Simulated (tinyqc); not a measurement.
A ladder of methods, and size consistency: correlation methods against full CI in the 6-311g basis, for H2, spin multiplicity 1. Computed by the program tinyqc with PySCF. All electrons correlated; +Q is the Davidson correction (1 - c0^2) E_corr. The last columns treat two copies 100 angstrom apart as one system. FCI is the lowest singlet.

Geometry (angstrom):

| atom | x | y | z |
|---|---|---|---|
| H | 0.0000 | 0.0000 | 0.0000 |
| H | 0.0000 | 0.0000 | 0.8640 |

RHF energy of one = -1.118420 hartree

Correlation energies (hartree):

| method | E_corr of one | share of FCI (%) | E_corr of two at 100 angstrom | two minus twice one (mhartree) |
|---|---|---|---|---|
| MP2 | -0.01906 | 67.088 | -0.03811 | 0.000 |
| CISD | -0.02841 | 100.000 | -0.05568 | 1.126 |
| CISD+Q | -0.02899 | 102.070 | -0.05784 | 0.143 |
| CCSD | -0.02841 | 100.000 | -0.05681 | 0.000 |
| CCSD(T) | -0.02841 | 100.000 | -0.05681 | 0.000 |
| FCI | -0.02841 | 100.000 | - | - |

What does the comparison show, and why?

MP2 recovers 67 %, CISD 100.0 % and CCSD 100.0 % of the FCI value (c0^2 = 0.979 in CISD). MP2 and coupled cluster are size consistent, so their last column vanishes; CISD loses 1.13 mhartree, since a double excitation on each copy is a quadruple of the pair, and the Davidson correction leaves +0.14. With two electrons, or one virtual orbital, CISD and CCSD are exact for one copy, so +Q overshoots there.
